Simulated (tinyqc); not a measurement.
Global model of a low-pressure process discharge: electron temperature, density, ion flux and ion energy: one step, computed by the program tinyqc. Command: `OMP_NUM_THREADS=1 python tinyqc.py 3112324 3112325 out.jsonl plasma walk`. One thread of a shared host (Intel(R) Xeon(R) Processor @ 2.30GHz), about 0.01 s of CPU time with the checks.

Maxwellian electrons with temperature T_e in eV, one positive ion, no negative ions, uniform bulk density n; rate constants have the Arrhenius form.

Problem. Energy per pair and density. E_c = E_iz + (X0 exp(-E_ex/T_e) E_ex + K_el (3 m_0/M) T_e)/K_iz; wall potential V_s = (T_e/2) ln(M/(2 pi m_0)); E_T = E_c + 2 T_e + T_e/2 + V_s; n = P/(e u_B A_eff E_T); ion current density J = e h_L n u_B; ionised share n/n_g.

Inputs (values chosen for the exercise, of the order of those of an inductive discharge in a simple atomic gas):
```
quantity                      value   unit
ion mass M                       40      u
ionisation energy E_iz         12.7     eV
excitation prefactor X0     1.2e-14  m^3/s
excitation energy E_ex         9.87     eV
elastic rate constant K_el  1.9e-13  m^3/s
gas temperature T_g             500      K
radius R                         18     cm
height L                         20     cm
absorbed power P                480      W
```

T_e = 1.561751 eV

K_iz = 1.352444e-17 m^3/s

Bohm velocity u_B = 1940.915 m/s

A_eff = 554.8148 cm^2

h_L = 0.1531040

gas density n_g = 3.911204e+20 1/m^3

Constants: m_0 = 9.1093837015e-31 kg; u = 1.6605390666e-27 kg; e = 1.602176634e-19 C.

Give: collisional loss per pair E_c; wall potential V_s; E_T; plasma density n; ion current density J; ionised share.

Solution.

collisional loss per pair E_c = 29.37 eV

wall potential V_s = 7.308 V

E_T = 40.58 eV

plasma density n = 6.856e+11 1/cm^3

ion current density J = 3.264 mA/cm^2

ionised share = 0.001753

Collisions take 72 % of the power and the walls the rest. T_e came from the particle balance alone; the power sets only n. Caution: at so short an ion path the formulas for h_L and h_R give way to the ambipolar-diffusion limit.
